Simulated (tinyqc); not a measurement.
Admittance spectroscopy of a deep trap: two steps of the calculation.

Schottky contact on an n-type layer with shallow donors Nd (all ionised) and a donor-like deep trap, neutral when filled and positive when empty; depletion approximation. Traps within lam of the depletion edge stay filled. The traps at xt = W - lam, where the level crosses the Fermi level, follow a slow signal and not a fast one. w = 2 pi f.

Values chosen for this exercise; material values close to those of 4H silicon carbide: relative permittivity eps_r = 9.64; conduction-band density of states at 300 K Nc = 1.7e19 cm^-3; thermal velocity at 300 K vth = 1.9e7 cm/s; shallow donor density Nd = 1e17 cm^-3; built-in voltage Vbi = 1.03 V; depth of the trap below the conduction edge Et = 0.6 eV; capture cross-section sn = 2.1e-17 cm^2; trap density Nt = 1.5e16 cm^-3; reverse bias Vr = 0 V; signal frequency f = 580 Hz; temperature T = 426 K.

Constants: q = 1.602176634e-19 C, kB = 1.380649e-23 J/K, eps0 = 8.8541878128e-14 F/cm where lengths are in cm. Results are converted to the units shown.

Task 1. Widths and limiting capacitances. lam = sqrt(2 eps0 eps_r (EF - ET)/(q Nd)), EF - ET = Et - (kB T/q) ln(Nc(T)/Nd), Nc(T) = Nc (T/300 K)^1.5. In the steady state at the band bending V, 2 eps0 eps_r V/q = Nd W^2 + Nt (W - lam)^2 (the second term only if W > lam). V = Vbi + Vr. C_HF = eps0 eps_r/W, C_LF = eps0 eps_r (Nd + Nt)/(Nd W + Nt xt).

Wanted: lam; W; xt; C_HF; C_LF.

Result 1.

lam = 64.64 nm
W = 103.7 nm
xt = 39.02 nm
C_HF = 82.34 nF/cm^2
C_LF = 89.63 nF/cm^2

The step is 8.85 % of C_HF.

Task 2. Admittance at the signal frequency. Emission rate en = sn vth(T) Nc(T) exp(-Et/kB T) = sn g T^2 exp(-Et/kB T), g = vth Nc/(300 K)^2, as vth goes as T^0.5 and Nc as T^1.5 (degeneracy factor 1). Inflection frequency w0 = 2 en [1 + Nt xt/(Nd W)]; C = C_HF + (C_LF - C_HF)/(1 + (w/w0)^2), G/w = (C_LF - C_HF)(w/w0)/(1 + (w/w0)^2).

W = 103.66305 nm
xt = 39.022868 nm
C_HF = 82.338278 nF/cm^2
C_LF = 89.628087 nF/cm^2

Find: en; w0/(2 pi); C; G/w.

Result 2.

en = 1090.7 1/s
w0/(2 pi) = 366.80 Hz
C = 84.421 nF/cm^2
G/w = 3.2931 nF/cm^2

The signal lies near the inflection, where the loss is largest.

Computed by the program tinyqc: `OMP_NUM_THREADS=1 python tinyqc.py 2050152 2050153 out.jsonl`, one thread of a shared Intel Xeon 2.30GHz, about 0.01 s for the whole run.
